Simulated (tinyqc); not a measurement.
Inside a calculation (part 2 of 2). Method: CISD on RHF in the 6-31g basis, for H3+, spin multiplicity 1. Computed by tinyqc, a small Python program that keeps every step (integrals from PySCF). Command: `OMP_NUM_THREADS=1 python tinyqc.py 26330 26331 out.jsonl` (the two numbers bound the seeds that draw the settings). One thread of a shared host (Intel(R) Xeon(R) Processor @ 2.60GHz), about 0.1 s of CPU time with the checks.

Geometry (angstrom):
```
atom         x         y          z
H     0.000000  0.000000   0.000000
H     0.000000  0.000000   0.909000
H     0.000000  0.000000  -0.909000
```

## CISD: roots

Occupation strings over the orbitals (2 doubly, a alpha, b beta, 0 empty; spin orbitals ordered 1a 1b 2a 2b ...): 200000 a0b000 a00b00 a0000b b0a000 b00a00 b0000a 020000 0a00b0 002000 00ab00 00a00b 00ba00 000200 000a0b 0b00a0 000020 00b00a 000b0a 000002

Given earlier and not repeated: H - E(HF) between determinants.

Diagonalise (each vector has its largest component positive (the first on a tie)); all determinants have Ms = 0, so triplets appear too. The lowest singlet root is the correlation energy.

lowest roots of this matrix, relative to E(HF) (hartree): -0.035547  0.609895  0.637230  0.835645  1.081198  1.160561  1.401871  1.480054

lowest vectors:
```
           root 1     root 2     root 3     root 4
200000   0.984008   0.000000   0.127083   0.082040
a0b000  -0.017600   0.693272   0.497754  -0.487070
a00b00  -0.016451   0.005032   0.108096   0.072565
a0000b   0.008006  -0.126303  -0.065684  -0.072018
b0a000   0.017600   0.693272  -0.497754   0.487070
b00a00   0.016451   0.005032  -0.108096  -0.072565
b0000a  -0.008006  -0.126303   0.065684   0.072018
020000  -0.149684   0.000000   0.665613   0.662841
0a00b0   0.042781   0.022701  -0.064583  -0.056502
002000  -0.033508   0.000000   0.008263  -0.208764
00ab00   0.009528   0.034006  -0.025753  -0.003000
00a00b   0.027430   0.041524   0.019252   0.051861
00ba00  -0.009528   0.034006   0.025753   0.003000
000200  -0.015760   0.000000  -0.029511  -0.026512
000a0b  -0.008788   0.000058  -0.004047   0.032828
0b00a0  -0.042781   0.022701   0.064583   0.056502
000020  -0.017277   0.000000  -0.008855  -0.016392
00b00a  -0.027430   0.041524  -0.019252  -0.051861
000b0a   0.008788   0.000058   0.004047  -0.032828
000002  -0.029396   0.000000  -0.042796   0.006420
```

<S^2> of these roots: 0.000000  2.000000  0.000000  0.000000  2.000000  0.000000  2.000000  0.000000

weight of the ground state by excitation level 0, 1, 2, ...: 0.968271  0.001289  0.030440

## The lowest root by the Davidson method

Start from the reference; add the residual divided by (theta - H_ii), orthogonalised, at each step.

Davidson iterations:
```
iteration  subspace  lowest Ritz value (hartree)  residual norm
1                 1                            0       2.34e-01
2                 2                  -0.03386619       4.80e-02
3                 3                  -0.03550156       1.02e-02
4                 4                  -0.03554699       8.45e-04
5                 5                  -0.03554745       1.22e-04
6                 6                  -0.03554746       1.62e-05
7                 7                  -0.03554746       1.60e-06
8                 8                  -0.03554746       4.47e-08
```
